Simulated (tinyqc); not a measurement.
Changing the total ligand c_L: potential-pH (Pourbaix) lines of a metal, its cation, its oxide and an oxyanion, with a complexing ligand. Computed by tinyqc, a small Python program. Command: `OMP_NUM_THREADS=1 python tinyqc.py 3023477 3023478 out.jsonl pourb sweep`. One thread of a shared host (Intel(R) Xeon(R) Processor @ 2.30GHz), about 0.02 s of CPU time with the checks.

Potentials are against the standard hydrogen electrode; solids and water have unit activity; dG_f of M, H+ and the electron is zero; F = e N_A and s = R T ln(10)/F. The cation carries z = 2.

Inputs (values chosen for the exercise, modelled on iron):
```
quantity                                      value      unit
dG_f of the cation                           -79.37    kJ/mol
dG_f of the oxide                           -250.56    kJ/mol
dG_f of the oxyanion                        -330.57    kJ/mol
dG_f of water                               -237.14    kJ/mol
temperature T                                298.15         K
log10 of the dissolved activity a                -5         -
pH                                              8.4         -
potential E                                    0.06         V
log10 of the stability constant beta of ML      7.7         -
pKa of HL                                       8.4         -
limiting current density i_L                  0.002    A/cm^2
molar volume V_m                               7.09  cm^3/mol
```

Species: M, M2+, MO, MO2(2-).

exchange current densities, metal and cathodic (A/cm^2): 1e-06  1.6e-11

Tafel slopes, anodic and cathodic (mV/decade): 65  125

Constants: R = 8.314462618 J/(mol K); e = 1.602176634e-19 C; N_A = 6.02214076e+23 1/mol.

Method:
- M2+ + 2e = M; MO + 2H+ + 2e = M + H2O; MO2(2-) + 4H+ + 2e = M + 2H2O. For each, E0 = -dG/(z F), and E = E0 + (s/z) log10 a - (s n_H/z) pH, with no activity term for the oxide.
- The metal is stable below the lowest of the three lines; above it, the species of the lowest line is stable. Water lines at 1 bar: hydrogen E = -s pH, oxygen E = -dG_f(water)/(2F) - s pH.
- The free ligand is c_L/(1 + 10^(pKa - pH)) (ligand in excess); dissolved metal is a in all, so the free cation is a/alpha, alpha = 1 + beta [L]; the cation line drops by (s/z) log10 alpha.
- Anodic i = i0a 10^((E - E_a)/b_a) with E_a the cation line with ligand; cathodic i = i0c 10^((E_c - E)/b_c) with E_c the oxygen line; supply caps the cathodic current, 1/i_c = 1/i(Tafel) + 1/i_L. E_corr makes the two currents equal. Without the cap it would be [b_c E_a + b_a E_c + b_a b_c log10(i0c/i0a)]/(b_a + b_c). Rate = i V_m/(z F). Films are left out.

One run for each value; columns: (1) total ligand c_L (mol/L); (2) log10 alpha; (3) cation line with ligand (V); (4) etch rate (nm/min); (5) that line less the oxide line (V):
```
(1)          (2)       (3)     (4)       (5)
1.00e-05  2.4007  -0.63022  40.853  -0.06373
4.00e-05  3.0015  -0.64799  41.684  -0.08150
2.00e-04  3.7001  -0.66865  42.402  -0.10217
7.00e-04  4.2441  -0.68474  42.816  -0.11826
3.00e-03  4.8761  -0.70344  43.176  -0.13695
1.00e-02  5.3990  -0.71890  43.397  -0.15242
6.00e-02  6.1771  -0.74192  43.633  -0.17544
2.00e-01  6.7000  -0.75739  43.745  -0.19091
1.00e+00  7.3990  -0.77806  43.853  -0.21158
```

Over the rows, log10 alpha rises from 2.40 to 7.40; cation line with ligand (V) falls from -0.630 to -0.778; etch rate (nm/min) rises from 40.9 to 43.9 (exponent d ln y / d ln x 0.015 between the first rows and 0.0015 between the last). Once beta [L] exceeds 1, each decade of ligand lowers the cation line by s/z; the etch rate changes by less than 20 % over the rows.

Caution (all rows): other oxidation states, hydroxides and hydrides are left out, and the lines say nothing of rates. Caution (rows 1.00e-5, 4.00e-5): the ligand is not in tenfold excess over the metal, as assumed. Caution (rows 0.0100, 0.0600, 0.200, 1.00): E_corr lies below the hydrogen line, so hydrogen evolution, left out here, adds cathodic current.
